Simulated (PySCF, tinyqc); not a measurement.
FCI on RHF in the sto-3g basis, frozen core, for BeH+, spin multiplicity 1, step by step. The lowest restricted solution is unstable here: a spin-polarised one lies 0.0492 hartree lower (PySCF). One step of it, computed by the program tinyqc.

Problem. FCI: roots. Diagonalise (each vector has its largest component positive (the first on a tie)); all determinants have Ms = 0, so triplets appear too. The lowest singlet root is the correlation energy.

Occupation strings over the orbitals (2 doubly, a alpha, b beta, 0 empty; spin orbitals ordered 1a 1b 2a 2b ...): 220000 2ab000 2a000b 2ba000 2b000a 202000 20a00b 200200 200020 20b00a 200002

H - E(HF) between determinants (hartree):
```
           220000     2ab000     2a000b     2ba000     2b000a     202000     20a00b     200200
220000   0.000000   0.000000   0.000000   0.000000   0.000000   0.107851   0.058916   0.051277
2ab000   0.000000   0.097247   0.007758  -0.107851  -0.058916   0.039695  -0.104114   0.038906
2a000b   0.000000   0.007758   0.264410  -0.058916  -0.095504  -0.104114   0.014221   0.016923
2ba000   0.000000  -0.107851  -0.058916   0.097247   0.007758  -0.039695   0.043832  -0.038906
2b000a   0.000000  -0.058916  -0.095504   0.007758   0.264410   0.104114   0.051077  -0.016923
202000   0.107851   0.039695  -0.104114  -0.039695   0.104114   0.283726  -0.045840   0.041697
20a00b   0.058916  -0.104114   0.014221   0.043832   0.051077  -0.045840   0.388042  -0.000020
200200   0.051277   0.038906   0.016923  -0.038906  -0.016923   0.041697  -0.000020   0.553745
200020   0.051277   0.038906   0.016923  -0.038906  -0.016923   0.041697  -0.000020   0.024249
20b00a  -0.058916   0.043832   0.051077  -0.104114   0.014221   0.045840  -0.117912   0.000020
200002   0.095504  -0.051077  -0.002807   0.051077   0.002807   0.117912  -0.015860   0.020301

           200020     20b00a     200002
220000   0.051277  -0.058916   0.095504
2ab000   0.038906   0.043832  -0.051077
2a000b   0.016923   0.051077  -0.002807
2ba000  -0.038906  -0.104114   0.051077
2b000a  -0.016923   0.014221   0.002807
202000   0.041697   0.045840   0.117912
20a00b  -0.000020  -0.117912  -0.015860
200200   0.024249   0.000020   0.020301
200020   0.553745   0.000020   0.020301
20b00a   0.000020   0.388042   0.015860
200002   0.020301   0.015860   0.553741
```

Give: lowest roots of this matrix, relative to E(HF); lowest vectors; <S^2> of these roots; weight of the ground state by excitation level 0, 1, 2, ....

Solution.

lowest roots of this matrix, relative to E(HF) (hartree): -0.0686  -0.0305  0.0706  0.1389  0.1956  0.3200  0.4351  0.5295

lowest vectors:
```
         root 1  root 2   root 3   root 4
220000   0.9141  0.0000  -0.1433   0.0000
2ab000  -0.0046  0.6847   0.5200  -0.0735
2a000b  -0.0864  0.1407  -0.2589   0.6156
2ba000   0.0046  0.6847  -0.5200  -0.0735
2b000a   0.0864  0.1407   0.2589   0.6156
202000  -0.3248  0.0000  -0.4486   0.0000
20a00b  -0.1287  0.1067   0.1363  -0.3401
200200  -0.0438  0.0000  -0.0213   0.0000
200020  -0.0438  0.0000  -0.0213   0.0000
20b00a   0.1287  0.1067  -0.1363  -0.3401
200002  -0.0840  0.0000   0.2555   0.0000
```

<S^2> of these roots: 0.0000  2.0000  0.0000  2.0000  0.0000  2.0000  0.0000  0.0000

weight of the ground state by excitation level 0, 1, 2, ...: 0.8355  0.0150  0.1495

The reference has a weight of only 0.84: one determinant is a poor start here. A root of higher spin lies below E(HF).
